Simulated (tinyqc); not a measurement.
## Doping from the body effect

Inverse problem. The threshold of a long MOSFET, counted against the source, shifts by gamma (sqrt(2 phiF + Vsb) - sqrt(2 phiF)) with gamma = sqrt(2 eps0 eps_r q N)/Cox. Find 2 phiF, gamma and N from two shifts.

Values chosen for this exercise: relative permittivity eps_r = 12.9.

Constants: q = 1.602176634e-19 C, eps0 = 8.8541878128e-14 F/cm where lengths are in cm. Results are converted to the units shown.

|VT - VT(0)| at source-body biases 0.7 and 2 V (V): 0.085438724  0.21051107
Cox = 0.34993290 uF/cm^2

Answer. The ratio of the shifts depends on 2 phiF alone and rises steadily with it, so it fixes 2 phiF; either shift then gives gamma, and gamma gives N.

2 phiF = 1.274 V
gamma = 0.3093 V^0.5
N = 3.200e16 cm^-3

Numbers from tinyqc (`OMP_NUM_THREADS=1 python tinyqc.py 2060071 2060072 out.jsonl`; about 0.01 s on one thread of a shared Intel Xeon 2.30GHz).
